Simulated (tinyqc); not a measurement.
Long-channel MOSFET, surface-potential model: transfer curve from weak to strong inversion.

n-channel transistor on a uniformly doped p-type body, gradual-channel approximation, constant mobility, Boltzmann statistics, full ionisation. Potentials are counted from the neutral body; V is the electron quasi-Fermi potential, Vsb at the source and Vsb + Vds at the drain. Charges are magnitudes per area.

ni = sqrt(Nc Nv) exp(-Eg/(2 Vt)), Eg in volts; phiF = Vt ln(Na/ni); Cox = eps0 eox/tox; gamma = sqrt(2 q eps0 eps_r Na)/Cox. The surface potential psi at channel potential V solves Vgs + Vsb - Vfb - psi = gamma sqrt(G), G = psi - Vt + Vt exp((psi - 2 phiF - V)/Vt). Charge sheet: Qi = Cox gamma [sqrt(G) - sqrt(psi - Vt)]; I = mu (W/L) [integral of Qi dpsi from psi_0 to psi_L (drift) + Vt (Qi0 - QiL) (diffusion)], with psi_0 at V = Vsb and psi_L at V = Vsb + Vds. Pao-Sah: Qi(V) = (Cox gamma/2) integral from 3 Vt to psi of exp((u - 2 phiF - V)/Vt)/sqrt(G(u, V)) du, and I = mu (W/L) integral of Qi dV from Vsb to Vsb + Vds. Square law: VT = Vfb + 2 phiF + gamma sqrt(2 phiF + Vsb), m = 1 + gamma/(2 sqrt(2 phiF + Vsb)), I = mu Cox (W/L) [(Vgs - VT) v - m v^2/2] with v the smaller of Vds and (Vgs - VT)/m, and zero below VT. gm = dI/dVgs of the charge-sheet current.

Values chosen for this exercise; material values close to those of silicon: temperature T = 325 K; band gap Eg = 1.11 eV; relative permittivity of the semiconductor eps_r = 11.9; conduction-band density of states at T Nc = 3.17e19 cm^-3; valence-band density of states at T Nv = 2.94e19 cm^-3; acceptor density of the body Na = 1.1e18 cm^-3; relative permittivity of the gate insulator eox = 26.1; insulator thickness tox = 94 nm; flat-band voltage Vfb = -0.89 V; channel mobility mu = 110 cm^2/(V s); gate width W = 1 um; gate length L = 5 um; source-body reverse bias Vsb = 0 V; drain-source voltage Vds = 2 V.

Constants: q = 1.602176634e-19 C, kB = 1.380649e-23 J/K, Vt = kB T/q, eps0 = 8.8541878128e-14 F/cm where lengths are in cm. Results are converted to the units shown.

Results:

| Vgs (V) | I, charge sheet (uA) | I, Pao-Sah (uA) | drift share (%) | gm/I (1/V) | I, square law (uA) |
|---|---|---|---|---|---|
| 2.22 | 4.884e-4 | 4.971e-4 | 2.324 | 14.51 | 0 |
| 2.31 | 0.001766 | 0.001795 | 7.609 | 13.91 | 0 |
| 2.4 | 0.005789 | 0.005881 | 19.26 | 12.30 | 0 |
| 2.57 | 0.03279 | 0.03327 | 47.26 | 8.186 | 0.02784 |
| 2.66 | 0.06343 | 0.06432 | 58.09 | 6.558 | 0.07005 |
| 2.75 | 0.1082 | 0.1097 | 65.91 | 5.373 | 0.1314 |
| 2.83 | 0.1609 | 0.1631 | 71.05 | 4.591 | 0.2020 |
| 2.92 | 0.2358 | 0.2388 | 75.42 | 3.924 | 0.2995 |

Estimate the missing row, Vgs = 2.48 V.

Computed row:

| Vgs (V) | I, charge sheet (uA) | I, Pao-Sah (uA) | drift share (%) | gm/I (1/V) | I, square law (uA) |
|---|---|---|---|---|---|
| 2.48 | 0.01432 | 0.01453 | 33.03 | 10.30 | 0.004768 |

With this row back in the table: The charge-sheet current rises from 4.88e-4 to 0.236 uA. In the first row gm/I is 14.5 1/V, a swing of 159 mV a decade, against Vt ln 10 = 64.5 mV a decade for an ideal gate; in the last it is 3.92 1/V. Drift passes half of the current at Vgs = 2.66 V among the rows listed (VT = 2.42 V). The charge sheet departs most from Pao-Sah at Vgs = 2.22 V, where it is 1.8 % below it. In the last row the square law is 25 % above Pao-Sah. For Vgs = 2.83 to 2.92 V the surface electron density at the source passes 0.3 Nc, where degeneracy and quantisation, left out here, matter.

Computed by the program tinyqc: `OMP_NUM_THREADS=1 python tinyqc.py 2360028 2360029 out.jsonl`, one thread of a shared Intel Xeon 2.30GHz, about 0.04 s for the whole run.
